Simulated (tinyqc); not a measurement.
Dopants and charged point defects at anneal temperature: Fermi-level effect, clustering and pairing: one step, computed by the program tinyqc.

Boltzmann statistics and full ionisation of active dopants. Energies are counted from the valence band; the defect (a vacancy or self-interstitial) has five charge states, with all degeneracy factors one.

Problem. The host at the anneal temperature. E_g = E_g0 - alpha T^2/(T + beta). N_c = 2 M_c (2 pi m_e k_B T/h^2)^(3/2) and N_v = 2 (2 pi m_h k_B T/h^2)^(3/2), masses in units of m_0. n_i = sqrt(N_c N_v) exp(-E_g/2 k_B T); E_i = E_g/2 + (k_B T/2) ln(N_v/N_c).

Inputs (values chosen for the exercise, with bands modelled on InP):

| quantity | value | unit |
|---|---|---|
| gap at 0 K E_g0 | 1.43 | eV |
| Varshni alpha | 0.000356 | eV/K |
| Varshni beta | 164 | K |
| electron mass m_e | 0.0767 | m_0 |
| valleys M_c | 1 | - |
| hole mass m_h | 0.604 | m_0 |
| anneal temperature T | 920 | K |

Dopant: acceptor. Second part: clustering of the dopant.

Constants: m_0 = 9.1093837015e-31 kg; k_B = 1.380649e-23 J/K; h = 6.62607015e-34 J s; k_B = 8.617333262e-05 eV/K.

Give: E_g; k_B T; n_i; E_i; effective density of states N_b of the majority band.

Solution.

E_g = 1.1520 eV

k_B T = 0.079279 eV

n_i = 9.4085e+15 cm^-3

E_i = 0.69872 eV

effective density of states N_b of the majority band = 6.3260e+19 cm^-3
